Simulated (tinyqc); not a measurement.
Capacitance measurement on a leaky thin oxide: effects of series resistance and leakage: effect of the gate leakage current density, not matched to the thickness.

The device is a capacitance C in parallel with a leakage conductance G, in series with Rs and Ls. An impedance meter reports either a parallel pair (Cp, Gp) from Y = 1/Z = Gp + i w Cp or a series pair (Cs, Rm) from Z = Rm + 1/(i w Cs); w = 2 pi f, dissipation D = Gp/(w |Cp|).

EOT = 3.9 tox/eox; CET = EOT + zc + zp; C = 3.9 eps0 A/CET; G = Jg A/Vs. Z = Rs + i w Ls + 1/(G + i w C); CET read from Cp = 3.9 eps0 A/Cp; errors under 0.001 % are printed as 0.

Parameters, values chosen for the exercise; values of the order met in thin-oxide MOS capacitors: relative permittivity of the gate insulator (close to zirconium oxide) eox = 24.9; insulator thickness tox = 3.3 nm; gate area A = 2500 um^2; oxide-equivalent thickness added by the accumulation layer zc = 0.55 nm; oxide-equivalent thickness added by gate depletion zp = 0 nm; voltage for an e-fold rise of the leakage Vs = 0.4 V; series resistance Rs = 31 ohm; series inductance Ls = 260 nH; measuring frequency f = 10000 Hz.

Constants: eps0 = 8.8541878128e-14 F/cm where lengths are in cm. Results are converted to the units shown.

The same in every row: C (pF) = 80.92.

Results:

| Jg (A/cm^2) | Cp (pF) | Cs (pF) | D | error of Cp (%) | error of Cs (%) | CET read from Cp (nm) |
|---|---|---|---|---|---|---|
| 1e-5 | 80.92 | 80.92 | 2.805e-4 | 0 | 0 | 1.067 |
| 0.0001 | 80.92 | 80.92 | 0.001387 | 0 | 0 | 1.067 |
| 0.001 | 80.92 | 80.93 | 0.01245 | 0 | 0.0151 | 1.067 |
| 0.02 | 80.91 | 85.81 | 0.2460 | -7.74e-3 | 6.04 | 1.067 |
| 0.2 | 80.85 | 570.0 | 2.460 | -0.0775 | 604 | 1.068 |
| 30 | 71.46 | 1.113e7 | 394.7 | -11.7 | 1.38e7 | 1.208 |

Estimate the missing row, Jg = 2 A/cm^2.

Computed row:

| Jg (A/cm^2) | Cp (pF) | Cs (pF) | D | error of Cp (%) | error of Cs (%) | CET read from Cp (nm) |
|---|---|---|---|---|---|---|
| 2 | 80.29 | 4.900e4 | 24.68 | -0.775 | 6.05e4 | 1.075 |

With this row back in the table: As Jg goes from 1e-5 to 30, the error of Cp goes from 0 to -11.7 %, that of Cs from 0 to 1.38e7 %, and D rises from 2.81e-4 to 395. The CET read from Cp goes from 1.07 to 1.21 nm against the true 1.07 nm. For Jg = 0.2, 2, 30 D exceeds 1, where the accuracy of real meters degrades in proportion to sqrt(1 + D^2).

Program tinyqc, `OMP_NUM_THREADS=1 python tinyqc.py 2022128 2022129 out.jsonl`; Intel Xeon 2.30GHz, shared host, one thread, about 0.01 s.
